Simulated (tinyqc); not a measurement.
Worked calculation: two-band k.p model of the X valleys of a zinc-blende crystal. Values are carried at full precision from step to step, so a last printed digit may differ when a step is redone from the rounded ones.

With x = D/D0: for x < 1 the minima lie at k_m = sqrt(ml D0 (1 - x^2)/(4 c)), the hump at X has the height dE = (D0/4)(1 - x)^2 and the mass at the minimum is ml/(1 - x^2); the mass at X is ml/(1 - 1/x), negative for x < 1. For x > 1 the minimum is at X.

Constants: hbar^2/2m0 = 3.80998211 eV angstrom^2; kB = 8.617333262e-05 eV/K.

Values chosen for the exercise (of the order of those of cubic SiC; shifted at random, so the results belong to these values and not to a real crystal): D = 2.943 eV (splitting of the two conduction levels at X); D0 = 1.026 eV (coupling energy); ml = 0.433 m0 (mass along the axis from remote bands); k = 0.023 1/angstrom (wave vector from X); kmax = 0.12 1/angstrom (end of the path); mt = 0.258 m0 (transverse mass); T = 20 K (temperature).

## Shape of the lower band

Give x, k_m, dE and both masses.

x = 2.8684
k_m = 0.00000 1/angstrom
dE = 0.000 meV
mass at the minimum = 0.665 m0
mass at X = 0.665 m0

The splitting wins, so the minimum stays at X, with a mass raised by a factor of 1.54 through the repulsion from the upper band.

## The matrix at one k

k along the valley axis, counted from X, c = hbar^2/2m0, e = c k^2/ml. H = [[e - D/2, i P k], [-i P k, e + D/2]] with P^2 = D0 c/ml, so E = e -/+ sqrt(D^2/4 + D0 e). For D = 0 (diamond lattice) the bands cross at X.

Give P, the matrix, its levels and the weight of the lower X state in the lower band.

P = 3.0046 eV angstrom

H (eV):
```
          1        2
1   -1.4668  0.0691i
2  -0.0691i   1.4762
```

levels (eV): -1.4685  1.4778

weight = 0.9994

## Dispersion along the axis

Nine points; energies of the lower band from its minimum, against a parabola about the minimum with the mass there.

Results:

| k (1/angstrom) | lower band (meV) | parabola (meV) | gap to the upper band (eV) |
|---|---|---|---|
| 0.0000 | 0.00 | 0.00 | 2.9430 |
| 0.0150 | 1.29 | 1.29 | 2.9444 |
| 0.0300 | 5.16 | 5.16 | 2.9485 |
| 0.0450 | 11.62 | 11.61 | 2.9554 |
| 0.0600 | 20.67 | 20.63 | 2.9650 |
| 0.0750 | 32.34 | 32.24 | 2.9773 |
| 0.0900 | 46.63 | 46.42 | 2.9923 |
| 0.1050 | 63.57 | 63.19 | 3.0099 |
| 0.1200 | 83.18 | 82.53 | 3.0301 |

At kmax the band lies at 83.2 meV and the parabola at 82.5 meV: far from X the curvature returns to 1/ml, so the band is steeper than the parabola of the minimum.

## Thermal masses

Thermal masses along the axis for one X point, lower band, E from the minimum, on 1601 points from -0.8 to 0.8 1/angstrom: density-of-states mass m_d = c I^2/(pi kT), I = integral of exp(-E/kT) dk; conductivity mass m_c = 2 c kT/<(dE/dk)^2> with central differences.

Give m_d, m_c and Nc = 3 x 2 (kT/(4 pi c))^(3/2) mt sqrt(m_d) for three X points; 1 angstrom^-3 = 1e24 cm^-3.

m_d = 0.665 m0
m_c = 0.664 m0
Nc = 2.726e+17 cm^-3

The edge mass is 0.665, and at this temperature the thermal masses hardly differ from it.

## Checks

- Thermal masses without coupling against ml: both 0.4330.

(tinyqc, `OMP_NUM_THREADS=1 python tinyqc.py 1880392 1880393 out.jsonl`, Intel(R) Xeon(R) Processor @ 2.30GHz, 1 thread, shared host, about 0.01 s.)
